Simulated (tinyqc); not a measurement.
Donor or exciton in a quantum well (variational effective-mass method): one step, computed by the program tinyqc.

Electron and hole in their lowest subbands f(z) = cos(pi z/L); relative in-plane motion exp(-rho/lambda) (separable trial function), H = -nabla_rho^2 - 2/sqrt(rho^2 + (z_e - z_h)^2) in effective units. Mass and screening are the same in well and barrier; l = L/a* is the width in effective units. Bands are flat: no polarisation or applied field.

Problem. Best radius. k = pi/l; f = cos(k z) inside and zero outside. Binding E_b(lambda) = -1/lambda^2 + (8/lambda^2) int_0^l P(z) g(z) dz, with P(z) = (2/l) [(1 - z/l)(1 + cos(2 pi z/l)/2) + (3/(4 pi)) sin(2 pi z/l)] the distribution of |z_e - z_h| and g(z) = int_z^infinity exp(-2 sqrt(r^2 - z^2)/lambda) dr = int_0^infinity exp(-2 rho/lambda) rho/sqrt(rho^2 + z^2) d rho; 40 Gauss-Legendre points in z and 40 in t with rho = lambda t/(1 - t). Golden-section search for the maximum over lambda from 0.3 to 4, 40 steps.

Centre: exciton. Barriers: infinite.

l = 1.264677

Ry* = 17.71006 meV

a* = 5.218724 nm

Give: best lambda; binding in Ry*; binding energy; radius lambda a*.

Solution.

best lambda = 0.9415 a*

binding in Ry* = 1.886

binding energy = 33.40 meV

radius lambda a* = 4.914 nm

Confinement changes the binding by a factor 1.886 against the bulk value (limits: 4 in two dimensions, 1 inside a wide well, which this separable form does not reach).
